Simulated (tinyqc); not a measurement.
What each parameter does: nanosheet or nanowire with hard walls, valleys of the Si type.

Six ellipsoidal valleys along the cube axes: inverse mass tensor w = 1/mt + (1/ml - 1/mt) a a^T with a the unit axis. Device axes: x along the channel, z = [001], y = z x x.

Hard walls around a W x H rectangle. The block w_c of w in (y, z) confines; the transport mass follows from 1/m_x = w_xx - w_xc w_c^-1 w_cx. The cross-section problem c (w_yy ky^2 + 2 w_yz ky kz + w_zz kz^2), c = hbar^2/2m0, is solved in products sin(n pi y/W) sin(l pi z/H), n, l = 1 to 12; if w_yz = 0 the levels are c pi^2 (w_yy n^2/W^2 + w_zz l^2/H^2). The w_yz term couples (n, l) to (n', l') by -2 c w_yz D_nn'(W) D_ll'(H) with D_nm(L) = 4 n m/(L (n^2 - m^2)) for n + m odd and 0 otherwise.

Without degeneracy the line density is N1 exp((EF - Ec)/kB T) with N1 = sum 2 g sqrt(m_x kB T/(4 pi c)) exp(-E/kB T), here over n, l up to 80 where w_yz = 0 and over all levels of a 12 x 12 sine basis otherwise; the classical value is W H Nc with Nc = 2 g_all (m_dos kB T/(4 pi c))^(3/2), m_dos = (ml mt^2)^(1/3); dVt = kB T ln(W H Nc/N1).

Constants: hbar^2/2m0 = 3.80998211 eV angstrom^2; kB = 8.617333262e-05 eV/K.

Parameters, chosen for this exercise (near those of Si; shifted at random, so the results belong to these values and not to a real crystal):
```
symbol   value  unit      meaning
ml       0.899  m0        longitudinal mass
mt       0.186  m0        transverse mass
T        350    K         temperature
g_all    6                number of valleys
channel  110              transport direction x on a (001) wafer
W        75     angstrom  width, along y
H        48     angstrom  height, along z = [001]
```

E1 and E2 are the two lowest subband edges over all groups.

Results for these values:
```
case  E1 (eV)  E2 - E1 (meV)  m_x of lowest (m0)  dVt (mV)
base   0.0541           54.5               0.186      67.0
```

What happens to each result for H = 42 angstrom, all else kept?

Answer: E1 rises from 0.0541 to 0.0597; E2 - E1 rises from 54.5 to 71.1; m_x of lowest does not change at the printed digits; dVt rises from 67.0 to 75.7.

The same for each parameter in turn:
```
case             E1 (eV)  E2 - E1 (meV)  m_x of lowest (m0)  dVt (mV)
base              0.0541           54.5               0.186      67.0
W = 65 angstrom   0.0660           50.6               0.186      73.9
H = 42 angstrom   0.0597           71.1               0.186      75.7
T = 400 K         0.0541           54.5               0.186      68.9
ml = 0.989 m0     0.0524           49.5               0.186      66.2
mt = 0.167 m0     0.0582           54.5               0.167      71.9
```

(tinyqc, `OMP_NUM_THREADS=1 python tinyqc.py 1280525 1280526 out.jsonl`, Intel(R) Xeon(R) Processor @ 2.30GHz, 1 thread, shared host, about 0.04 s.)
